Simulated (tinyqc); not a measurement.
Solubility, supersaturation, precipitation and gettering of an impurity in a silicon-like host. From one set of inputs to another, one input at a time. Computed by tinyqc, a small Python program. Command: `OMP_NUM_THREADS=1 python tinyqc.py 3009197 3009198 out.jsonl ripen ladder`. One thread of a shared host (Intel(R) Xeon(R) Processor @ 2.30GHz), about 0.01 s of CPU time with the checks.

The wafer was saturated at T1 and is then held at T.

The inputs printed are set A. Set A is modelled on nickel in silicon; the values taken over come from a set modelled on chromium in silicon. Inputs not listed in the table keep their values of set A, so the rows need not describe a real material.

Inputs (values chosen for the exercise, modelled on nickel in silicon):

| quantity | value | unit |
|---|---|---|
| site density N0 | 5e+22 | 1/cm^3 |
| enthalpy of solution H | 1.71 | eV |
| entropy of solution S | 3.5 | k_B |
| diffusion prefactor D0 | 0.0021 | cm^2/s |
| migration energy Q | 0.457 | eV |
| temperature of saturation T1 | 1250 | K |
| anneal temperature T | 893 | K |
| sink density n | 7.7e+07 | 1/cm^3 |
| initial sink radius r0 | 11 | nm |
| impurity density in the precipitate C_p | 5.4e+22 | 1/cm^3 |
| interface energy gamma | 0.27 | J/m^2 |
| anneal time t | 46 | s |

Constants: k_B = 8.617333262e-05 eV/K; k_B = 1.380649e-23 J/K.

Method:
- C_eq(T) = N0 exp(S/k_B - H/(k_B T)); D(T) = D0 exp(-Q/(k_B T)); C0 = C_eq(T1). Supersaturation s = C0/C_eq(T); critical radius r* = 2 gamma/(C_p k_B T ln s); barrier W* = (4 pi/3) gamma r*^2. Strain energy is left out.
- tau0 = 1/(4 pi n r0 D); C_fixed(t) = C_eq + (C0 - C_eq) exp(-t/tau0). If all excess precipitates, the final radius is r_f = [r0^3 + 3 (C0 - C_eq)/(4 pi n C_p)]^(1/3), with tau_f = 1/(4 pi n r_f D).
- Growing sinks: with y = r/r_f and y0 = r0/r_f, dy/dt = (1 - y^3)/(3 tau_f y), which integrates to t/tau_f = F(y) - F(y0), F(y) = (1/2) ln[(1 + y + y^2)/(1 - y)^2] - sqrt(3) arctan[(2y + 1)/sqrt(3)]; the share of the excess left is (1 - y^3)/(1 - y0^3), and C(t) = C_eq + (C0 - C_eq) x share.

Each row keeps all changes above it:

| input moved | from | to | final radius r_f (nm) | C(t) with growing sinks (1/cm^3) | radius at t (nm) |
|---|---|---|---|---|---|
| set A | - | - | 229.6 | 1.908e+15 | 229.0 |
| diffusion prefactor D0 (cm^2/s) | 0.0021 | 0.00077 | 229.6 | 5.113e+16 | 209.5 |
| anneal time t (s) | 46 | 6300 | 229.6 | 3.701e+14 | 229.6 |
| enthalpy of solution H (eV) | 1.71 | 2.83 | 11.9 | 1.795e+08 | 11.9 |
| sink density n (1/cm^3) | 77000000 | 39000000 | 12.7 | 2.716e+09 | 12.7 |
| initial sink radius r0 (nm) | 11 | 5 | 9.5 | 2.670e+10 | 9.5 |
| anneal temperature T (K) | 893 | 1134 | 9.3 | 4.383e+11 | 9.3 |
| entropy of solution S (k_B) | 3.5 | 4.5 | 12.5 | 1.191e+12 | 12.5 |

Which inputs carry the difference?

Final radius r_f goes from 230 to 12.5, a factor 0.0546 in all. The largest single move comes from enthalpy of solution H (a factor 0.0520), and entropy of solution S works against it (a factor 1.35). C(t) with growing sinks goes from 1.91e15 to 1.19e12, a factor 6.25e-4 in all. The largest single move comes from enthalpy of solution H (a factor 4.85e-7), and diffusion prefactor D0 works against it (a factor 26.8). Radius at t goes from 229 to 12.5, a factor 0.0548 in all. The largest single move comes from enthalpy of solution H (a factor 0.0520), and entropy of solution S works against it (a factor 1.35). The single moves hold for this order of the switches; the total does not depend on the order.

Caution (all rows): the barrier to homogeneous nucleation is below 35 k_B T for these inputs, so new precipitates would form and outnumber the fixed sinks assumed here.

Extremes, crossings and ranges named in words are read from the listed rows.
